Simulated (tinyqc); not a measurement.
Strained Delta valleys, repopulation and conductivity mass: one step of the calculation.

A cubic crystal with three pairs of conduction valleys along x, y and z under uniaxial stress X along [110] (X > 0 is tension); current along [100]. Non-degenerate electrons, fixed total density, one relaxation time for all valleys and stresses, masses unchanged by strain, so the mobility goes as the mean inverse mass.

Question. Valley shifts and shares. Valley shift dE = Xu (n.e.n - trace(e)/3) with n the valley axis; share f proportional to exp(-dE/Vt).

Parameters, values chosen for the exercise: temperature T = 300 K; shear deformation potential Xu = 8.65 eV.

Constants: q = 1.602176634e-19 C, kB = 1.380649e-23 J/K, Vt = kB T/q. Results are converted to the units shown.

strain (%):

|  | x | y | z |
|---|---|---|---|
| x | -0.034840000 | -0.041600000 | 0.000000000 |
| y | -0.041600000 | -0.034840000 | 0.000000000 |
| z | 0.000000000 | 0.000000000 | 0.027690000 |

Wanted: dE; share f.

Answer.

| valley | dE (meV) | share f |
|---|---|---|
| x | -1.803 | 0.3557 |
| y | -1.803 | 0.3557 |
| z | 3.606 | 0.2886 |

The splitting is 5.41 meV, 0.21 Vt.

Range of the model: Shear strain also changes the transverse masses of these valleys, which is left out.

Computed by the program tinyqc: `OMP_NUM_THREADS=1 python tinyqc.py 2530028 2530029 out.jsonl`, one thread of a shared Intel Xeon 2.30GHz, about 0.01 s for the whole run.
